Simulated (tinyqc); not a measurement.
Photoconductance decay in a wafer: bulk and surface recombination modes, and iron detection by pair splitting: one step, computed by the program tinyqc.

Both faces of the wafer have the same S; injection is low and all coefficients are constant. x runs from -W/2 to W/2.

Question. Decay rates of the even modes. Even modes cos(a x) obey b tan b = S W/(2 D) with b = a W/2, odd modes sin(a x) obey -b cot b = S W/(2 D); each decays at the rate 1/tau_b + D a^2.

Inputs (values chosen for the exercise, modelled on p-type silicon):
```
quantity                          value         unit
thickness W                         775   micrometre
diffusivity D                      28.6       cm^2/s
bulk lifetime tau_b without iron     76  microsecond
surface recombination velocity S   7400         cm/s
```

Give: the table «The first four even modes: b, surface rate and decay time» with the columns b_n, surface rate D a^2 (1/s), decay time (microsecond), for n = 0, 1, 2, 3.

Answer.

The first four even modes: b, surface rate and decay time:
```
n    b_n  surface rate D a^2 (1/s)  decay time (microsecond)
0   1.43                 3.891e+04                     19.21
1   4.31                 3.533e+05                      2.73
2   7.23                 9.954e+05                      0.99
3  10.20                 1.982e+06                      0.50
```
